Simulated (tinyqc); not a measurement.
Semiconductor laser, carrier and photon rate equations: course of the iteration: steady state by Newton steps.

Carrier density N and photon density S in one mode: dN/dt = F1 = eta I/(q V) - (A N + B N^2 + C N^3) - vg g S; dS/dt = F2 = G vg g S + G be B N^2 - S/tp, with g = g0 ln(N/Ntr)/(1 + ec S). Output power P = Fo Eph S V/(G tp). No heating, no carrier transport.

Jacobian, with a = g0/(N (1 + ec S)) and d = g/(1 + ec S): J11 = -(A + 2 B N + 3 C N^2) - vg a S, J12 = -vg d, J21 = G vg a S + 2 G be B N, J22 = G vg d - 1/tp. Solve J d = -F and add d to (N, S).

Stop when the largest change of (N, S) is below 1e-9, or after 40 iterations. N is counted in 1e18 and S in 1e15 cm^-3, and S must be positive.

Values chosen for this exercise: active volume V = 5.8e-11 cm^3; confinement factor G = 0.049; group velocity vg = 7.8e9 cm/s; gain coefficient g0 = 1700 1/cm; transparency density Ntr = 2.3e18 cm^-3; gain compression ec = 9.8e-18 cm^3; photon lifetime tp = 2.3 ps; defect recombination coefficient A = 2.5e7 1/s; radiative coefficient B = 9.4e-11 cm^3/s; Auger coefficient C = 1.5e-29 cm^6/s; share of spontaneous emission into the mode be = 8.7e-5; injection efficiency eta = 0.89; drive current I = 160 mA.

Constants: q = 1.602176634e-19 C. Results are converted to the units shown.

(N, S) at the start (S = 0): N (1e18 cm^-3) 3.59, S (1e15 cm^-3) 0

Course of the iteration:
```
iteration  S (1e15 cm^-3)  largest |change| of one entry
1              2.41420e-4                           10.4
2              1.16653e-5                           3.89
3             -5.18369e-5                           1.54
4             -6.83386e-5                          0.253
5             -6.92191e-5                        6.46e-3
6             -6.92203e-5                        4.16e-6
7             -6.92203e-5                       1.72e-12
```

Did this iteration meet its convergence test, and what does its course show?

No. The steps settle, but on N = 8.314e18 cm^-3 and S = -6.92e10 cm^-3. A negative photon density is unphysical: this root has the carriers pumped above threshold (Nth = 4.491e18) with the laser dark. A rerun from Nth and the estimate of S, rounded as shown converges in 4 iterations to S = 1.340e15 cm^-3.

Program tinyqc, `OMP_NUM_THREADS=1 python tinyqc.py 2840114 2840115 out.jsonl`; Intel Xeon 2.30GHz, shared host, one thread, about 0.01 s.
